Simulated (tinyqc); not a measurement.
Inside a calculation: metal-induced gap states at the contact of a metal chain and a two-band chain. Values are carried at full precision from step to step, so a last printed digit may differ when a step is redone from the rounded ones.

The semiconductor alternates sites A at -Eg/2 and C at +Eg/2 with hopping -t; the gap runs from -Eg/2 to Eg/2. In the gap cosh(q a) = 1 + (Eg^2/4 - E^2)/(2 t^2) and the amplitude changes by -exp(-q a) a period. The metal has site energy 0 and hopping -tm; its end site has g_m = (E - i sqrt(4 tm^2 - E^2))/(2 tm^2). Sites 1, 2, ... count into the semiconductor, with energies e1, e2 alternating. The clean half chain has g1 = 1/(E - e1 - t^2 g2), g2 = 1/(E - e2 - t^2 g1), decaying root. With the contact G11 = 1/(1/g1 - tc^2 g_m), and the density on site j is -Im G_jj/pi = |psi_j/psi_1|^2 (-Im G11/pi), per spin, with psi_2/psi_1 = -t g2, psi_3/psi_2 = -t g1.

Constants: e^2/(4 pi eps0) = 14.39964547 eV angstrom.

Values chosen for the exercise (gap and optical dielectric constant near those of GaAs; the chain itself is a model; shifted at random, so the results belong to these values and not to a real crystal): Eg = 1.44 eV (gap); t = 1.84 eV (hopping in the semiconductor); a = 4 angstrom (period (two sites); one chain for each area a^2); E = 0.24 eV (energy from mid-gap); tm = 3.06 eV (hopping in the metal); tc = 2.48 eV (hopping across the contact); end = C (site that touches the metal); eps = 10.6 (dielectric constant).

## Decay in the gap

Form cosh(q a), l = exp(-q a), q and the decay length 1/(2q) of the density.

cosh(q a) = 1.06805
l = 0.69290
q = 0.09172 1/angstrom
xi, the decay length of the density = 5.452 angstrom

## Green functions

The decaying root is g1 = (1 - l)/(E - e1), g2 = (1 - l)/(E - e2), l = exp(-q a). Form them, g_m and G11.

g1, g2 (1/eV): -0.63978  0.31989

g_m = 0.01282-0.32655i 1/eV
G11 = -0.24399-0.29845i 1/eV

## Density site by site

D1 = -Im G11/pi, D2 = (t g2)^2 D1, and each further period multiplies by l^2. The sum over all sites is (D1 + D2)/(1 - l^2). The Green functions stand in the order g1, g2.

density on sites 1 to 8 (1/eV): 0.09500  0.03291  0.04561  0.01580  0.02190  0.00759  0.01051  0.00364

Ds, the density per spin summed over the semiconductor = 0.24604 1/eV

The first period holds 52 % of the gap states at this energy.

## Pinning factor

Gap states per area N = 2 Ds/a^2 (two spins). Charge in them sits a distance xi from the metal, so S = 1/(1 + 4 pi e^2 N xi/eps), e^2 meaning e^2/(4 pi eps0); S is the change of the barrier per change of the metal work function.

N = 3.076e+14 1/(eV cm^2)
4 pi e^2 N xi/eps = 2.8622
S = 0.2589

Partial pinning, between the Bardeen (0) and Schottky (1) limits.

## Checks

- g1 from the closed form against decimation: both -0.639784.

tinyqc: `OMP_NUM_THREADS=1 python tinyqc.py 1482401 1482402 out.jsonl`; about 0.02 s, one thread, shared Intel(R) Xeon(R) Processor @ 2.30GHz.
